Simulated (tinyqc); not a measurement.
Front-illuminated p-i-n photodiode, quantum efficiency and bandwidth: one step of the calculation.

Light enters through a p layer (0 to xp), a depleted layer (xp to xp + wi) and a thick n substrate, decaying as exp(-al x); one pass, no back reflection. Carriers made in the depleted layer are all collected; those in the neutral layers diffuse.

Problem. Response at one frequency. Drift response for pairs made in the depleted layer, a = al wi, g = 1 - exp(-a), u = 2 pi i f, te = wi/ve, th = wi/vh: electrons He = [g - a (exp(-a) - exp(-u te))/(u te - a)]/(u te g), holes Hh = [g - a (1 - exp(-a - u th))/(a + u th)]/(u th g); C = eps0 eps_r pi (dia/2)^2/wi + Cp; total |He + Hh|/sqrt(1 + (2 pi f RL C)^2), for the current of the depleted layer alone.

Parameters, values chosen for the exercise; values close to those of germanium at this wavelength:
- al = 1570 1/cm (absorption coefficient)
- eps_r = 15.4 (relative permittivity)
- wi = 12 um (thickness of the depleted layer)
- ve = 5.94e6 cm/s (electron drift velocity)
- vh = 4.38e6 cm/s (hole drift velocity)
- dia = 80 um (diameter)
- RL = 50 ohm (load resistance)
- Cp = 10 fF (parasitic capacitance)
- f = 2.1 GHz (modulation frequency)

Constants: eps0 = 8.8541878128e-14 F/cm where lengths are in cm. Results are converted to the units shown.

Find: te; th; He; Hh; |He + Hh|; C; total response.

Solution.

te = 202.0 ps
th = 274.0 ps
He = 0.2846-0.4330i
Hh = 0.1566-0.2068i
|He + Hh| = 0.7771
C = 67.12 fF
total response = 0.7764

The drift response alone falls to 1/sqrt(2) at 2.46 GHz and the RC term alone at 47.4 GHz; together they give 2.45 GHz.

Program tinyqc, `OMP_NUM_THREADS=1 python tinyqc.py 2250030 2250031 out.jsonl`; Intel Xeon 2.30GHz, shared host, one thread, about 0.01 s.
